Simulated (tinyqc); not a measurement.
Grain-boundary diffusion: Harrison regimes, Fisher and Le Claire analysis, Hart average: one step, computed by the program tinyqc.

A boundary is a slab of width delta with diffusivity D_b, normal to a surface held at constant concentration; it leaks into grains of diffusivity D.

Task: Diffusivities. D = D0 exp(-E/(k_B T)), D_b = D0b exp(-E_b/(k_B T)). Triple product P = s delta D_b.

Inputs (values chosen for the exercise, for a model polycrystal):
```
quantity,value,unit
lattice prefactor D0,0.00019,m^2/s
lattice activation energy E,1.47,eV
boundary prefactor D0b,4.9e-05,m^2/s
boundary activation energy E_b,0.824,eV
boundary width delta,0.4,nm
segregation factor s,1,-
temperature T,594,K
```

Constants: k_B = 8.617333262e-05 eV/K.

Give: D; D_b; triple product P.

Result:

D = 6.406e-17 m^2/s

D_b = 5.000e-12 m^2/s

triple product P = 2.000e-21 m^3/s
